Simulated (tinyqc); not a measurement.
# Worked calculation: frequency dispersion of an accumulation capacitance by border traps, distributed model

Numbers from tinyqc (`OMP_NUM_THREADS=1 python tinyqc.py 2202077 2202078 out.jsonl`; about 0.5 s on one thread of a shared Intel Xeon 2.30GHz). Printed values are rounded.

Traps spread evenly through the insulator exchange electrons with the semiconductor by tunnelling, with tau(x) = t0 exp(2 ka x) at depth x from the interface. The admittance per area Y seen at depth x obeys dY/dx = -Y^2/(i w eps0 eox) + q Nb ln(1 + i w tau)/tau, with Y(0) = i w Cs and w = 2 pi f; the gate sees Y(tox) = G + i w C. Working variable y = Y/(i w), in uF/cm^2. Cox = eps0 eox/tox.

Values chosen for this exercise; permittivity close to that of silicon dioxide: relative permittivity of the insulator eox = 4.02; insulator thickness tox = 4.1 nm; semiconductor capacitance in accumulation Cs = 3.9 uF/cm^2; density of border traps Nb = 9.8e19 cm^-3 eV^-1; decay constant of the wave function in the insulator ka = 6.1 1/nm; time constant of a trap at the interface t0 = 6e-10 s; frequency f = 1e5 Hz; depth down to which the steps are taken xe = 1.1 nm.

Constants: q = 1.602176634e-19 C, eps0 = 8.8541878128e-14 F/cm where lengths are in cm. Results are converted to the units shown.

## Scales and lumped estimate

Cox; trap-free value 1/(1/Cox + 1/Cs); response depth d = ln(1/(w t0))/(2 ka), where w tau = 1; lumped estimate: all traps within d act as C_bt = q Nb d placed at d/2, so C = 1/{1/[1/(1/Cs + d/(2 eps0 eox)) + C_bt] + (tox - d/2)/(eps0 eox)}.

Cox = 0.868142 uF/cm^2
trap-free C = 0.710078 uF/cm^2
d = 0.646171 nm
C_bt = 1.01457 uF/cm^2
lumped C = 0.758806 uF/cm^2

The traps within reach amount to 0.260 Cs and lie in the first 15.8 % of the insulator.

## Midpoint steps through the active depth

In terms of y: dy/dx = -y^2/(eps0 eox) + s(x), s = q Nb ln(1 + z)/z, z = i w tau. 8 midpoint steps of h = xe/8: y_half = y + (h/2) y'(x, y), y(new) = y + h y'(x + h/2, y_half).

```
point  x (nm)  s (uF/(cm^2 nm))       y (uF/cm^2)
0           0  1.57013-0.00030i  3.90000+0.00000i
1      0.1375  1.57013-0.00158i  3.58299-0.00009i
2       0.275  1.57007-0.00848i  3.34095-0.00054i
3      0.4125  1.56839-0.04530i  3.15295-0.00298i
4        0.55  1.52274-0.23193i  3.00378-0.01592i
5      0.6875  0.97437-0.62563i  2.85861-0.07150i
6       0.825  0.25841-0.38769i  2.63724-0.12625i
7      0.9625  0.05130-0.12777i  2.40852-0.13079i
8         1.1  0.00969-0.03425i  2.20781-0.11739i
```

## Capacitance and conductance at the gate

y at xe = 2.20781-0.11739i uF/cm^2

Beyond xe the traps are ignored, so 1/y(tox) = 1/y(xe) + (tox - xe)/(eps0 eox); C = Re y, G/w = -Im y, loss tangent G/(w C).

y at the gate = 0.772231-0.014327i uF/cm^2
C = 0.772231 uF/cm^2
G/w = 0.0143266 uF/cm^2
loss tangent = 0.0185522

A fine integration over the whole insulator gives C = 0.77214 and G/w = 0.01494 uF/cm^2; the coarse G/w is 4.1 % below that. The fine C is 8.7 % above the trap-free value, and the lumped estimate is 1.7 % below the fine result.
